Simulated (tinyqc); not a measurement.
Thermal boundary conductance by the acoustic and diffuse mismatch models: one step, computed by the program tinyqc.

Each side has one longitudinal and two transverse Debye branches, omega = v q up to q_D = (6 pi^2 n)^(1/3), with n counting all atoms. Scattering at the interface is elastic. Electrons are left out of G, also for metals. Melting is ignored. G refers to the temperatures of the phonons sent towards the interface. Linear branches over all atoms overstate G at high T, most for crystals with several atoms a cell.

Problem. Acoustic mismatch: transmission of each branch. No mode conversion. t(theta) = 4 Z_1 Z_2 cos(theta_1) cos(theta_2)/N^2, with N = Z_2 cos(theta_1) + Z_1 cos(theta_2) for L (the form for pressure waves) and N = Z_1 cos(theta_1) + Z_2 cos(theta_2) for both T branches (the form for shear waves polarised along the interface); sin(theta_2) = (v_2/v_1) sin(theta_1), and t = 0 beyond the critical angle arcsin(v_1/v_2); the mean over the incoming flux is alpha = 2 int t sin(theta_1) cos(theta_1) d theta_1 (64 Gauss-Legendre points).

Structure: film on a substrate.

Branches:
```
branch     v (m/s)  cut-off (K)  Z (1e6 kg/(m^2 s))
L, side 1    12200     1675.741             40.1380
T, side 1     7590     1042.531             24.9711
L, side 2     5110      605.356             99.1340
T, side 2     2920      345.918             56.6480
```

Give: Transmission.

Solution.

Transmission:
```
branch  t at normal incidence  largest angle from side 1 (deg)  alpha, 1 to 2  alpha, 2 to 1
L                      0.8206                               90         0.9052         0.1588
T                      0.8494                               90         0.6865         0.1016
```

For L waves from side 1 no critical angle exists, and the mean 0.91 stays near the normal-incidence 0.82. For T waves from side 1 no critical angle exists; the mean is 0.69 against 0.85 at normal incidence.
